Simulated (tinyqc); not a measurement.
Quantum well in an electric field by finite differences: sweeps and comparisons. A value that a table varies takes the place of the one given here.

Finite differences on points z_i at the centres of cells of width h: H_ii = (c/h^2)(1/m_(i-1/2) + 1/m_(i+1/2)) + V_i, H_(i,i+1) = -(c/h^2)/m_(i+1/2), where m_(i+1/2) is the mean of the masses at the two points (the end values are repeated outwards), psi = 0 on the points beyond both ends, c = hbar^2/2m0. The field adds e F (z - z0) with z0 the middle of the structure; 1 kV/cm = 1e-5 eV/angstrom.

Constants: hbar^2/2m0 = 3.80998211 eV angstrom^2.

Parameters, chosen for this exercise (near those of a GaAs well in AlGaAs; not measured data): layers = ((51, 0.324, 0.1002), (102, 0, 0.069), (51, 0.324, 0.1002)) (each layer: thickness in angstrom, band edge in eV, mass in m0); hf = 1.0625 angstrom (cell width of the fine grid); Fs = (0, 16.7, 33.3, 50, 66.7, 83.3, 100) kV/cm (fields); F = 50 kV/cm (field along z); Lw = 102 angstrom (well width); Lb = 51 angstrom (each outer barrier); V0 = 0.324 eV (barrier height); mw = 0.069 m0 (mass in the well); mb = 0.1002 m0 (mass in the barriers).

## Stark shift

Fine grid. Perturbation theory: dE1 = e F z_11 - beta (e F)^2 with beta = sum_j z_1j^2/(E_j - E_1) over the 13 next levels at zero field, z from z0.

Levels against field:

| F (kV/cm) | E1 (eV) | E2 (eV) | dE1 (meV) | second order (meV) | <z - z0> (angstrom) | E2 - E1 (meV) |
|---|---|---|---|---|---|---|
| 0 | 0.0306 | 0.1214 | 0.00 | 0.00 | 0.0 | 90.8 |
| 16.7 | 0.0304 | 0.1214 | -0.18 | -0.18 | -2.2 | 91.0 |
| 33.3 | 0.0298 | 0.1215 | -0.72 | -0.72 | -4.3 | 91.7 |
| 50.0 | 0.0289 | 0.1217 | -1.60 | -1.62 | -6.4 | 92.7 |
| 66.7 | 0.0277 | 0.1219 | -2.84 | -2.88 | -8.4 | 94.2 |
| 83.3 | 0.0262 | 0.1222 | -4.39 | -4.49 | -10.3 | 96.0 |
| 100 | 0.0243 | 0.1224 | -6.26 | -6.47 | -12.1 | 98.2 |

z_11 = 0.00 angstrom
beta = 6474 angstrom^2/eV

What does this show, and why?

At zero field the state is centred, so the shift starts as F^2; it turns linear only if the state is pulled to one side. At 100 kV/cm E1 has moved by -6.26 meV, where second order gives -6.47 meV; they differ by 3.3 % there. The electron moves by -12.1 angstrom, against the rise of the potential. E2 - E1 grows with the field; the ends are 90.8 and 98.2 meV.

## Order of mass and momentum

Fine grid. Hermitian kinetic operators m^a p m^b p m^a with 2a + b = -1: H_ii = (c/h^2) m_i^(2a) (m_(i-1/2)^b + m_(i+1/2)^b) + V_i, H_(i,i+1) = -(c/h^2) m_i^a m_(i+1)^a m_(i+1/2)^b; BenDaniel-Duke is a = 0. The halved form has H_ii = 2c/(h^2 m_i) + V_i and H_(i,i+1) = -(c/2h^2)(1/m_i + 1/m_(i+1)). The shifts are measured against BenDaniel-Duke; the last column repeats E1 with cells of hf/4.

Levels (eV):

| operator | E1 | E2 | E1 - E1(BDD) (meV) | E1 at hf/4 |
|---|---|---|---|---|
| BenDaniel-Duke | 0.0289 | 0.1217 | 0.0 | 0.0290 |
| (1/m) p^2 + p^2 (1/m), halved | 0.0275 | 0.1140 | -1.4 | -0.0738 |
| m^(-1/2) p^2 m^(-1/2) | 0.0339 | 0.1357 | 5.0 | 0.0339 |
| m^(-1/4) p m^(-1/2) p m^(-1/4) | 0.0315 | 0.1286 | 2.5 | 0.0315 |
| one mass, the smallest | 0.0315 | 0.1288 | 2.6 | 0.0315 |

What does this show?

The three forms m^a p m^b p m^a span 5.0 meV in E1, 5 % of E2 - E1; they differ only at the mass steps (largest to smallest mass 1.45), where m^a psi is the continuous quantity. Dropping the mass step altogether moves E1 by +2.6 meV. Refining the grid moves the halved form by -101.3 meV, against at most 0.02 meV for the other three: at an abrupt step it has no limit as the grid is refined.

## What each parameter does

Three layers: barrier, well, barrier; fine grid. The Stark shift is E1(F) - E1(0). Each row changes one parameter from the base and keeps the others.

Results:

| case | E1 (eV) | E2 - E1 (meV) | Stark shift (meV) | <z - z0> (angstrom) |
|---|---|---|---|---|
| base | 0.0289 | 92.7 | -1.60 | -6.36 |
| Lw = 85 angstrom | 0.0391 | 119.2 | -0.95 | -3.80 |
| Lb = 68 angstrom | 0.0289 | 92.7 | -1.61 | -6.37 |
| V0 = 0.389 eV | 0.0304 | 96.7 | -1.47 | -5.83 |
| mw = 0.0794 m0 | 0.0265 | 85.2 | -1.66 | -6.58 |
| mb = 0.1202 m0 | 0.0277 | 90.6 | -1.68 | -6.64 |
| F = 75 kV/cm | 0.0270 | 95.0 | -3.57 | -9.35 |

What does this show?

The largest shifts from the base row, up to three for each result and ties (the steps differ in size, so this ranks the rows, not the parameters). E1 (eV): Lw +0.0102, mw -0.0024, F -0.0020; unchanged at the printed digits by Lb. E2 - E1 (meV): Lw +26.5, mw -7.5, V0 +4.0; unchanged at the printed digits by Lb. Stark shift (meV): F -1.97, Lw +0.65, V0 +0.14. <z - z0> (angstrom): F -2.99, Lw +2.56, V0 +0.53.

Run: tinyqc, `OMP_NUM_THREADS=1 python tinyqc.py 1280564 1280565 out.jsonl`; Intel(R) Xeon(R) Processor @ 2.30GHz, one thread, shared host; about 0.04 s of CPU time with all checks.
